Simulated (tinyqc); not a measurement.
Carrier statistics of a doped semiconductor with parabolic bands: sweeps and comparisons. A value that a table varies takes the place of the one given here.

Eg(T) = Eg0 - al T^2/(T + be); m_de = Mv^(2/3) (ml mt^2)^(1/3); m_dh = (mhh^(3/2) + mlh^(3/2))^(2/3); Nc and Nv from N = 2 (m kB T/(4 pi c))^(3/2) with c = hbar^2/2m0, in 1/angstrom^3; times 1e24 for 1/cm^3.

Energies are counted from Ev, so Ec = Eg. n = Nc F_1/2((EF - Eg)/kT), p = Nv F_1/2(-EF/kT), ND+ = ND/(1 + 2 exp((EF - Eg + ED)/kT)), NA- = NA/(1 + 4 exp((EA - EF)/kT)); neutrality asks p + ND+ = n + NA-. F_j(eta) = (1/Gamma(j + 1)) integral_0^infinity x^j dx/(1 + exp(x - eta)), which tends to exp(eta) for eta << 0.

Constants: hbar^2/2m0 = 3.80998211 eV angstrom^2; kB = 8.617333262e-05 eV/K.

Inputs chosen for the exercise (near those of AlAs; not measured data): Eg0 = 2.215 eV (gap at 0 K); al = 0.00071 eV/K (Varshni alpha); be = 525 K (Varshni beta); ml = 0.932 m0 (longitudinal electron mass); mt = 0.229 m0 (transverse electron mass); Mv = 3 (equivalent valleys); mhh = 0.747 m0 (heavy-hole mass); mlh = 0.151 m0 (light-hole mass); ND = 8.7e+14 1/cm^3 (donors); NA = 1.3e+12 1/cm^3 (acceptors); ED = 0.0726 eV (donor level below Ec); EA = 0.0616 eV (acceptor level above Ev); T = 300 K.

## Temperature

Neutrality solved at each temperature; ni = sqrt(Nc Nv) exp(-Eg/2kT).

Carriers (1/cm^3):

| T (K) | EF (eV) | n | p | majority / \|ND - NA\| | ni | Eg (eV) |
|---|---|---|---|---|---|---|
| 30 | 2.1563 | 1.12e+08 | <1e-99 | 1.29e-07 | <1e-99 | 2.2138 |
| 50 | 2.1581 | 4.25e+12 | <1e-99 | 0.00489 | 3.90e-94 | 2.2119 |
| 77 | 2.1429 | 1.19e+14 | <1e-99 | 0.137 | 1.23e-54 | 2.2080 |
| 120 | 2.1083 | 6.46e+14 | 1.27e-70 | 0.744 | 2.87e-28 | 2.1991 |
| 200 | 2.0161 | 8.58e+14 | 1.51e-32 | 0.987 | 3.60e-09 | 2.1758 |
| 300 | 1.8826 | 8.67e+14 | 4.18e-13 | 0.998 | 19.0 | 2.1375 |
| 450 | 1.6616 | 8.68e+14 | 7.99 | 1.00 | 8.33e+07 | 2.0675 |
| 600 | 1.4242 | 8.69e+14 | 5.45e+07 | 1.00 | 2.17e+11 | 1.9878 |
| 800 | 1.0917 | 8.79e+14 | 1.02e+13 | 1.01 | 9.47e+13 | 1.8721 |
| 1000 | 0.8865 | 4.53e+15 | 3.66e+15 | 5.22 | 4.08e+15 | 1.7494 |

Ionisation is incomplete: the majority density is below 90 % of the net doping at 30, 50, 77 and 120 K, down to a share of 1.3e-07. It is within 10 % of the net doping at 200, 300, 450, 600 and 800 K. At 1000 K thermal pairs lift it more than 10 % above the net doping; ni has reached 4.08e+15 1/cm^3 at 1000 K against a net doping of 8.69e+14. EF goes from 2.156 eV to 0.886 eV, where midgap is 0.875 eV and the intrinsic level (Boltzmann) 0.877 eV.

## Doping level

Only donors are present (NA = 0); eta is the distance of EF beyond the conduction edge in units of kT.

Neutral state:

| ND (1/cm^3) | EF (eV) | majority (1/cm^3) | ionised share | eta |
|---|---|---|---|---|
| 1.0e+14 | 1.8267 | 1.00e+14 | 1.000 | -12.02 |
| 1.0e+15 | 1.8862 | 9.98e+14 | 0.998 | -9.72 |
| 1.0e+16 | 1.9453 | 9.81e+15 | 0.981 | -7.44 |
| 1.0e+17 | 2.0013 | 8.54e+16 | 0.854 | -5.27 |
| 1.0e+18 | 2.0471 | 4.99e+17 | 0.499 | -3.50 |
| 3.0e+18 | 2.0652 | 9.93e+17 | 0.331 | -2.80 |
| 1.0e+19 | 2.0834 | 1.97e+18 | 0.197 | -2.09 |
| 3.0e+19 | 2.0993 | 3.51e+18 | 0.117 | -1.48 |

The impurity level lies at 2.0649 eV. The ionised share falls from 1.000 to 0.117 as EF passes through it between 1e+18 and 3e+18 1/cm^3 (share 1/3 there); it is below one half from 1e+18 1/cm^3 on. Over the last two rows the doping grows threefold and the majority density by a factor 1.79. EF comes within 3 kT of the majority band edge from 3e+18 1/cm^3 on. Above roughly 1e+19 1/cm^3 (N^(1/3) a = 0.26, with the radius a = sqrt(c/(m E)) from the ionisation energy E and the mass (ml mt^2)^(1/3)) the levels merge with the band and real ionisation is complete; sharp levels then overstate freeze-out.

## What each input does

Neutrality solved anew for each case. Each row changes one parameter from the base and keeps the others.

Results:

| case | EF (eV) | n (1/cm^3) | p (1/cm^3) |
|---|---|---|---|
| base | 1.8826 | 8.67e+14 | 4.18e-13 |
| T = 340 K | 1.8257 | 8.68e+14 | 1.85e-08 |
| ND = 4.35e+14 1/cm^3 | 1.8647 | 4.33e+14 | 8.37e-13 |
| NA = 1.69e+12 1/cm^3 | 1.8826 | 8.67e+14 | 4.18e-13 |
| Eg0 = 2.265 eV | 1.9326 | 8.67e+14 | 6.04e-14 |
| mt = 0.2748 m0 | 1.8779 | 8.67e+14 | 5.02e-13 |
| mhh = 0.8964 m0 | 1.8826 | 8.67e+14 | 5.39e-13 |
| ED = 0.1089 eV | 1.8825 | 8.63e+14 | 4.20e-13 |

The largest shifts from the base row, up to three for each result and ties (the steps differ in size, so this ranks the rows, not the parameters). EF (eV): T -0.0569, Eg0 +0.0500, ND -0.0179; unchanged at the printed digits by NA and mhh. n (1/cm^3): ND -4.34e+14, ED -4.55e+12, T +6.06e+11; unchanged at the printed digits by NA, Eg0, mt and mhh. p (1/cm^3): T +1.85e-08, ND +4.19e-13, Eg0 -3.58e-13; unchanged at the printed digits by NA.

(tinyqc, `OMP_NUM_THREADS=1 python tinyqc.py 1681867 1681868 out.jsonl`, Intel(R) Xeon(R) Processor @ 2.30GHz, 1 thread, shared host, about 0.01 s.)
